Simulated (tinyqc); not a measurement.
Thermal stress, cracking, delamination and buckling of a thin film; Griffith cracks and misfitting inclusions: one step, computed by the program tinyqc.

Isotropic linear elasticity; the substrate is much thicker than the film; stress is positive in tension.

Problem. Buckling of a debonded strip. A strip of half width w clamped at both edges buckles at sigma_c = (pi^2/12) Ebar (h/w)^2. Above it: height = h sqrt((4/3)(|s|/sigma_c - 1)), driving force at the edges G = G0 (1 - sigma_c/|s|)(1 + 3 sigma_c/|s|); below it both are 0. The smallest strip that buckles has w0 = pi h sqrt(Ebar/(12 |s|)).

Inputs (values chosen for the exercise, modelled on a silicon nitride film on silicon): deposition temperature T_d = 625 K; final temperature T = 300 K; film thickness h = 2.1 micrometre; half width of a debonded strip w = 1.5 micrometre.

Ebar = 280.9953 GPa

film stress = -429.7264 MPa

G0 = 0.6900400 J/m^2

Give: buckling stress sigma_c; blister height; driving force at the edges; smallest buckling half width w0.

Solution.

buckling stress sigma_c = 4.530e+05 MPa

blister height = 0 micrometre

driving force at the edges = 0 J/m^2

smallest buckling half width w0 = 48.70 micrometre

The strip stays flat, and a flat strip in compression frees no energy at its edges. Caution: a strip this narrow against its thickness is outside thin-plate theory, so sigma_c is only formal.
